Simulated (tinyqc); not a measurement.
Defect equilibria of an oxide against oxygen pressure (mass action): one step, computed by the program tinyqc. Command: `OMP_NUM_THREADS=1 python tinyqc.py 3020182 3020183 out.jsonl brouwer walk`. One thread of a shared host (Intel(R) Xeon(R) Processor @ 2.30GHz), about 0.01 s of CPU time with the checks.

Defects: oxygen vacancies V (charge +2), electrons n, holes p, the ionic partner X = O_i'' (charge -2), and the dopant. Activities are taken equal to concentrations.

Task: Solution at the given pressure. Neutrality: 2 [V] + p + N_d = n + 2 [X]. With n as the unknown, [V] = K_r/(n^2 P^(1/2)), p = K_i/n, [X] = K_s/[V]; the log ratio is ln(positive/negative). The root is found by 60 bisections in ln n between n = 1e-10 and 1e25 cm^-3.

Inputs (values chosen for the exercise, for a model oxide): dopant density N_d = 7.3e+17 cm^-3; temperature T = 800 K; oxygen pressure P = 1e-16 atm.

Ionic disorder: anion Frenkel. Dopant (singly charged, fully ionised): donor.

K_r = 4.300657e+41 cm^-9 atm^(1/2)

K_i = 8.266968e+20 cm^-6

K_s = 5.107047e+24 cm^-6

Give: n; [V]; p; [X].

Result:

n = 7.3016e+17 cm^-3

[V] = 8.0667e+13 cm^-3

p = 1132.2 cm^-3

[X] = 6.3310e+10 cm^-3

The largest terms give the Brouwer balance N_d = n; the smaller of the two terms is 100 % of the total charge of one sign.
